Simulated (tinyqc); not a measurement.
Worked calculation: CCD on RHF in the sto-3g basis, for H6, spin multiplicity 1. One step of it, computed by the program tinyqc.

Task: Iteration 5 (converged): orbitals. Diagonalise F' = X^T F X, C = X C', fill 3 alpha and 3 beta electrons from the bottom; D = 2 C_occ C_occ^T. Each column has its largest component positive (the first on a tie).

converged F (hartree), order 1H 1s, 2H 1s, 3H 1s, 4H 1s, 5H 1s, 6H 1s:
```
[[-0.369557, -0.599632, -0.102954, -0.021908, -0.000203, -0.001265],
 [-0.599632, -0.393041, -0.217425, -0.102939, -0.007256, -0.000203],
 [-0.102954, -0.217425, -0.396270, -0.604671, -0.102939, -0.021908],
 [-0.021908, -0.102939, -0.604671, -0.396270, -0.217425, -0.102954],
 [-0.000203, -0.007256, -0.102939, -0.217425, -0.393041, -0.599632],
 [-0.001265, -0.000203, -0.021908, -0.102954, -0.599632, -0.369557]]
```

X, order 1H 1s, 2H 1s, 3H 1s, 4H 1s, 5H 1s, 6H 1s:
```
[[0.578747, -0.852543, -0.655326, -0.359350, 0.379585, 0.219116],
 [-0.769601, 0.909075, 0.512805, -0.257468, 0.384890, 0.273464],
 [1.073670, -0.173079, 0.720820, 0.417749, 0.071277, 0.357027],
 [-1.073670, -0.173079, -0.720820, 0.417749, -0.071277, 0.357027],
 [0.769601, 0.909075, -0.512805, -0.257468, -0.384890, 0.273464],
 [-0.578747, -0.852543, 0.655326, -0.359350, -0.379585, 0.219116]]
```

Give: F' = X^T F X; orbital energies; coefficients C; D after iteration 5.

Result:

F' = X^T F X (hartree):
```
[[1.0217, 0.0000, -0.0066, 0.0000, 0.0270, 0.0000],
 [0.0000, 0.7268, 0.0000, 0.0350, 0.0000, 0.0118],
 [-0.0066, 0.0000, 0.4870, 0.0000, 0.0127, 0.0000],
 [0.0000, 0.0350, 0.0000, -0.5074, 0.0000, -0.0034],
 [0.0270, 0.0000, 0.0127, 0.0000, -0.5900, 0.0000],
 [0.0000, 0.0118, 0.0000, -0.0034, 0.0000, -0.6586]]
```

orbital energies (hartree): [-0.6588, -0.5906, -0.5083, 0.4870, 0.7279, 1.0222]

coefficients C, order 1H 1s, 2H 1s, 3H 1s, 4H 1s, 5H 1s, 6H 1s:
```
[[0.2181, 0.3776, -0.3405, -0.6438, -0.8605, 0.5928],
 [0.2588, 0.3916, -0.2895, 0.5083, 0.9037, -0.7692],
 [0.3686, 0.0447, 0.4136, 0.7342, -0.1582, 1.0660],
 [0.3686, -0.0447, 0.4136, -0.7342, -0.1582, -1.0660],
 [0.2588, -0.3916, -0.2895, -0.5083, 0.9037, 0.7692],
 [0.2181, -0.3776, -0.3405, 0.6438, -0.8605, -0.5928]]
```

D after iteration 5, order 1H 1s, 2H 1s, 3H 1s, 4H 1s, 5H 1s, 6H 1s:
```
[[0.6122, 0.6058, -0.0871, -0.1546, 0.0143, 0.0419],
 [0.6058, 0.6084, -0.0137, -0.0836, -0.0051, 0.0143],
 [-0.0871, -0.0137, 0.6178, 0.6099, -0.0836, -0.1546],
 [-0.1546, -0.0836, 0.6099, 0.6178, -0.0137, -0.0871],
 [0.0143, -0.0051, -0.0836, -0.0137, 0.6084, 0.6058],
 [0.0419, 0.0143, -0.1546, -0.0871, 0.6058, 0.6122]]
```
